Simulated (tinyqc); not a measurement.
# Worked calculation: resistance of a source-drain extension with a graded tip

tinyqc, about 0.03 s, one thread, Intel Xeon 2.30GHz (shared host): `OMP_NUM_THREADS=1 python tinyqc.py 2282099 2282100 out.jsonl` Printed values are rounded.

y runs along the channel, the gate covers y > 0. The doping is N0 for y < y0 and N0 10^(-(y - y0)/la) beyond, uniform over the depth xj. Sheet conductance s(y) = q mu(N) max(N - Nch, 0) xj + (for y > 0) ma Cox Vo, with mu(N) = u0 + (u1 - u0)/(1 + (N/Nr)^au) and Cox = eps0 eox/tox. Current is taken as one-dimensional; depletion of the tip, spreading and the contact are left out. The metallurgical junction lies at yj, where N = Nch.

Inputs (values chosen for the exercise); mobility law close to that of electrons in silicon:
- eox = 7.71 (relative permittivity of the gate insulator (close to silicon nitride))
- tox = 3.2 nm (insulator thickness)
- N0 = 1.3e20 cm^-3 (active doping of the extension far from the gate)
- la = 4 nm/decade (lateral abruptness)
- y0 = 2.2 nm (position under the gate where the fall begins (gate edge at 0))
- xj = 16 nm (depth of the extension)
- Nch = 7.2e17 cm^-3 (channel doping)
- Vo = 0.72 V (gate overdrive)
- ma = 150 cm^2/(V s) (mobility of the gate-induced layer)
- u1 = 1414 cm^2/(V s) (mobility at low doping)
- u0 = 68.5 cm^2/(V s) (mobility at high doping)
- Nr = 9.2e16 cm^-3 (reference doping)
- au = 0.711 (exponent)
- Lg = 30 nm (gate length)

Constants: q = 1.602176634e-19 C, eps0 = 8.8541878128e-14 F/cm where lengths are in cm. Results are converted to the units shown.

## Sheet resistances and junction position

yj = y0 + la log10(N0/Nch); sheet resistance of the full extension 1/[q mu(N0)(N0 - Nch) xj] and of the gate-induced layer 1/(ma Cox Vo); metallurgical length Lg - 2 yj; ye is where the doped and the gate-induced conductances are equal.

yj = 11.2264 nm
sheet resistance of the extension = 395.976 ohm/square
sheet resistance of the induced layer = 4340.33 ohm/square
metallurgical length = 7.54711 nm
ye = 7.02617 nm
N at ye = 8.07978e18 cm^-3

The gate takes over 4.20 nm before the junction, where N is still 11.2 times the channel doping.

## Resistance of the overlapped part

Midpoint rule on 8 equal steps from 0 to yj: R_ov = sum h/s(y), per width.

```
point    y (nm)   N (cm^-3)  doped conductance (uS)  sheet resistance (ohm/square)
0      0.701653      1.3e20                 2525.40                        362.871
1       2.10496      1.3e20                 2525.40                        362.871
2       3.50826  6.12178e19                 1265.56                        668.468
3       4.91157  2.72930e19                 623.964                        1170.47
4       6.31487  1.21682e19                 319.835                        1817.42
5       7.71818  5.42498e18                 167.357                        2514.12
6       9.12149  2.41864e18                 82.0447                        3200.60
7       10.5248  1.07832e18                 24.5884                        3921.79
```

R_ov = 19.672 ohm um

The exact integral is 19.742 ohm um; the coarse sum is 0.35 % below it.
